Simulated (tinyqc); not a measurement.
# Conduction-band offset of an n-N heterojunction from carrier-profile moments: effects of single changes

Layer 1 (x < 0) accumulates electrons and layer 2 (x > 0) is depleted. Boltzmann statistics. The bands bend down by V1 in layer 1 and up by V2 in layer 2, with V1 + V2 = VD = dE + Vt ln[(N2/Nc2)/(N1/Nc1)].

Inputs (values chosen for the exercise); values of the order of III-V alloys:
```
symbol,value,unit,meaning
T,300,K,temperature
eps_r,12.2,,relative permittivity of both layers
Nc1,2.9e17,cm^-3,density of states of the narrow-gap layer 1
Nc2,1.2e18,cm^-3,density of states of the wide-gap layer 2
dE,0.14,eV,conduction-band offset
N1,1.9e15,cm^-3,donor density in layer 1
N2,4.4e16,cm^-3,donor density in layer 2
si,0,cm^-2,fixed charge at the interface
```

Constants: q = 1.602176634e-19 C, kB = 1.380649e-23 J/K, Vt = kB T/q, eps0 = 8.8541878128e-14 F/cm where lengths are in cm. Results are converted to the units shown.

Each table varies one quantity; the others keep the values above.

## Effect of the offset

Sheet densities from the first integral: Q1 = sqrt((2 eps0 eps_r Vt N1/q)(exp(u1) - u1 - 1)) extra electrons, Q2 = sqrt((2 eps0 eps_r Vt N2/q)(exp(-u2) + u2 - 1)) missing ones, u = V/Vt; neutrality Q1 = Q2 + si.

Effect of the offset:

| dE (eV) | VD (V) | V1 (V) | Q1 (cm^-2) | n(0-)/Nc1 |
|---|---|---|---|---|
| 0.06 | 0.1045 | 0.07211 | 9.093e10 | 0.1066 |
| 0.12 | 0.1645 | 0.09748 | 1.600e11 | 0.2844 |
| 0.19 | 0.2345 | 0.1160 | 2.349e11 | 0.5815 |
| 0.25 | 0.2945 | 0.1265 | 2.905e11 | 0.8733 |
| 0.31 | 0.3545 | 0.1343 | 3.396e11 | 1.181 |
| 0.37 | 0.4145 | 0.1404 | 3.838e11 | 1.499 |
| 0.44 | 0.4845 | 0.1463 | 4.305e11 | 1.877 |
| 0.5 | 0.5445 | 0.1504 | 4.674e11 | 2.206 |

Read the table: what changes, and by how much?

Q1 rises from 9.09e10 to 4.67e11 cm^-2, as VD^(0.70) between the last two rows. Layer 1 takes 69.0 % of VD in the first row and 27.6 % in the last: accumulation charge grows exponentially with V1, so most of a large offset falls across the depleted side. For dE = 0.19, 0.25, 0.31, 0.37, 0.44, 0.5 n(0-) nears or passes Nc1, where degeneracy and quantisation lower Q1.

## Effect of the doping of the wide-gap layer

Same model as above.

Results:

| N2 (cm^-3) | VD (V) | V1 (V) | Q1 (cm^-2) | n(0-)/Nc1 |
|---|---|---|---|---|
| 2e15 | 0.1046 | 0.03715 | 3.425e10 | 0.02757 |
| 3.5e15 | 0.1191 | 0.04724 | 4.739e10 | 0.04074 |
| 6.1e15 | 0.1334 | 0.05833 | 6.456e10 | 0.06256 |
| 1.1e16 | 0.1487 | 0.07107 | 8.870e10 | 0.1024 |
| 1.9e16 | 0.1628 | 0.08357 | 1.183e11 | 0.1661 |
| 5.7e16 | 0.1912 | 0.1101 | 2.082e11 | 0.4632 |
| 9.9e16 | 0.2055 | 0.1239 | 2.755e11 | 0.7890 |
| 1.7e17 | 0.2195 | 0.1375 | 3.621e11 | 1.338 |

Estimate the missing row, N2 = 3.3e16 cm^-3.

Computed row:

| N2 (cm^-3) | VD (V) | V1 (V) | Q1 (cm^-2) | n(0-)/Nc1 |
|---|---|---|---|---|
| 3.3e16 | 0.1771 | 0.09671 | 1.574e11 | 0.2761 |

With this row back in the table: Q1 rises from 3.43e10 to 3.62e11 cm^-2, as N2^(0.53) over the table, while VD grows by Vt ln 10 a decade and the share V1/VD rises from 0.355 to 0.627. For N2 = 9.9e16, 1.7e17 n(0-) nears or passes Nc1, where degeneracy and quantisation lower Q1.

Numbers from tinyqc (`OMP_NUM_THREADS=1 python tinyqc.py 2410105 2410106 out.jsonl`; about 0.1 s on one thread of a shared Intel Xeon 2.30GHz).
